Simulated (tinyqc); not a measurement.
Three ways to the same curve: density of states of one tight-binding band of a chain.

E(k) = -2 t cos(2 pi k) - 2 t2 cos(4 pi k); k in fractions of the reciprocal vectors, mesh k_i = j/N with j = 0 .. N-1. Densities are per cell and per spin, so the band holds one state.

Each interval of the mesh is a segment with E linear in k: n = (E - e1)/(e2 - e1), g = 1/(e2 - e1) between its end values.

Gaussian broadening: g(E) = mean over the mesh of exp(-(E - E_k)^2/(2 sigma^2))/(sigma sqrt(2 pi)), n(E) = mean of erfc((E_k - E)/(sigma sqrt 2))/2.

Inputs chosen for the exercise:
```
symbol  value  unit  meaning
t       1.31   eV    nearest hopping
t2      0.13   eV    second hopping
N2      40           mesh points along each axis in this comparison
sigma   0.655  eV    Gaussian width
```

N = N2 here; the reference is the linear method with N = 4000.

g(E) (1/eV):
```
E (eV)  reference  linear segments  Gaussian, sigma  Gaussian, sigma/4  reference n(E)
-2.403      0.182            0.174            0.159              0.191           0.166
-1.927      0.138            0.144            0.152              0.143           0.240
-1.450      0.122            0.118            0.133              0.133           0.301
-0.497      0.114            0.114            0.119              0.116           0.412
-0.021      0.117            0.118            0.123              0.112           0.466
0.455       0.126            0.126            0.135              0.117           0.524
0.932       0.141            0.138            0.160              0.141           0.587
1.408       0.172            0.180            0.196              0.175           0.661
1.884       0.247            0.268            0.218              0.264           0.758
```

Give the missing row, E (eV) = -0.974.

Computed row:
```
E (eV)  reference  linear segments  Gaussian, sigma  Gaussian, sigma/4  reference n(E)
-0.974      0.115            0.114            0.122              0.124           0.357
```

Root-mean-square errors against the reference: 0.0078 for linear segments, 0.0169 for sigma and 0.0085 for sigma/4. The narrow Gaussian is better than the wide one on the whole, since the wide one rounds the curve; where the levels lie sparsest it may still ripple. The reference is highest at 1.884 eV of the energies listed, and half filling lies between -0.021 and 0.455 eV.

tinyqc: `OMP_NUM_THREADS=1 python tinyqc.py 1651074 1651075 out.jsonl`; about 0.01 s, one thread, shared Intel(R) Xeon(R) Processor @ 2.30GHz.
